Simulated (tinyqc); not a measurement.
Temperature and isotope dependence of a band gap in oscillator models: sweeps and comparisons. A value that a table varies takes the place of the one given here.

E(T) = E0 - sum_i sl_i th_i n_i(T), n = 1/(exp(th/T) - 1). The same coupling lowers the gap at 0 K by the zero-point term ZP = sum_i sl_i th_i/2, so the gap of the static lattice is E0 + ZP. Thermal expansion is taken as part of the slopes.

Two-parameter forms are made to pass through the falls at the two temperatures T12: Varshni aV T^2/(T + bV), from the line T^2/fall = (T + bV)/aV; one oscillator s1 t1/(exp(t1/T) - 1), with t1 from the ratio of the falls.

Constants: kB = 8.617333262e-05 eV/K; hbar^2/2m0 = 3.80998211 eV angstrom^2.

Parameters, chosen for this exercise (near those of AlN; the results hold for these values, not for the real material): E0 = 6.122 eV (gap at 0 K); th = (366, 996) K (temperatures of two oscillators); sl = (0.2299, 0.5911) meV/K (their high-temperature slopes); T12 = (520, 1300) K (temperatures of the fits); mm = 0.99 m0 (geometric mean of the density-of-states masses); T = 200 K (temperature).

## How far the fits carry

Falls of the gap from E0, and errors of the two fits against the model.

Results:

| T (K) | fall (meV) | Varshni - model (meV) | one oscillator - model (meV) | fall/ZP |
|---|---|---|---|---|
| 20 | 0.00 | 0.40 | 0.00 | 0.000 |
| 50 | 0.06 | 2.37 | -0.06 | 0.000 |
| 100 | 2.25 | 7.02 | -1.95 | 0.007 |
| 200 | 20.15 | 14.00 | -6.35 | 0.060 |
| 300 | 57.33 | 13.85 | -4.99 | 0.170 |
| 400 | 109.44 | 8.43 | -2.40 | 0.325 |
| 600 | 238.34 | -5.11 | 1.04 | 0.708 |
| 800 | 383.12 | -13.08 | 2.13 | 1.139 |

Below the first fit point the largest errors are +14.00 meV (Varshni, 200 K, on a fall of 20.15 meV) and -6.35 meV (one oscillator, 200 K); a T^2 law cannot freeze out; a single oscillator misses the soft modes. No row lies well beyond the second fit point, so the table does not test extrapolation to high T. The thermal fall equals ZP between 600 and 800 K.

## What the shift does to the intrinsic density

ni = 2 (mm kT/(4 pi c))^(3/2) exp(-E/2kT), c = hbar^2/2m0, with E(T) and with E0; 1 angstrom^-3 = 1e24 cm^-3. Apparent gap from an Arrhenius plot of ni/T^(3/2): E(T) - T dE/dT, dE/dT = -sum sl_i (th_i/T)^2 n_i (1 + n_i).

Results:

| T (K) | E(T) (eV) | ni (cm^-3) | ni with E(T) / ni with E0 | apparent gap (eV) |
|---|---|---|---|---|
| 200 | 6.1018 | 1.77e-58 | 1.794 | 6.1573 |
| 250 | 6.0855 | 8.61e-43 | 2.332 | 6.1791 |
| 300 | 6.0647 | 2.83e-32 | 3.031 | 6.2018 |
| 350 | 6.0401 | 1.02e-24 | 3.888 | 6.2233 |
| 400 | 6.0126 | 5.05e-19 | 4.892 | 6.2429 |
| 500 | 5.9510 | 5.42e-11 | 7.272 | 6.2755 |
| 700 | 5.8125 | 0.105 | 13.003 | 6.3203 |

Using E0 in place of E(T) understates ni by a factor that rises from 1.79 to 13.00, towards exp(sum sl/2kB) = 117.2. The slope of an Arrhenius plot returns neither E(T) nor E0 but the intercept of the tangent, 6.2018 eV at 300 K, which lies 80 meV above E0 and tends to the static gap 6.4584 eV.

## What each parameter does

Gap at T, slope -sum sl_i (th_i/T)^2 n_i (1 + n_i) and ZP. Each row changes one parameter from the base and keeps the others.

Results:

| case | E(T) (eV) | dE/dT (meV/K) | ZP (meV) |
|---|---|---|---|
| base | 6.1018 | -0.2774 | 336.44 |
| T = 240 K | 6.0892 | -0.3558 | 336.44 |
| E0 = 6.132 eV | 6.1118 | -0.2774 | 336.44 |
| th = (366, 1195) K | 6.1041 | -0.2291 | 395.25 |
| sl = (0.2989, 0.5911) meV/K | 6.0970 | -0.3300 | 349.07 |

The largest shifts from the base row, up to three for each result and ties (the steps differ in size, so this ranks the rows, not the parameters). E(T) (eV): T -0.0127, E0 +0.0100, sl -0.0048. dE/dT (meV/K): T -0.0784, sl -0.0526, th +0.0483; unchanged at the printed digits by E0. ZP (meV): th +58.81, sl +12.63; unchanged at the printed digits by T and E0.

(tinyqc, `OMP_NUM_THREADS=1 python tinyqc.py 1880540 1880541 out.jsonl`, Intel(R) Xeon(R) Processor @ 2.30GHz, 1 thread, shared host, about 0.01 s.)
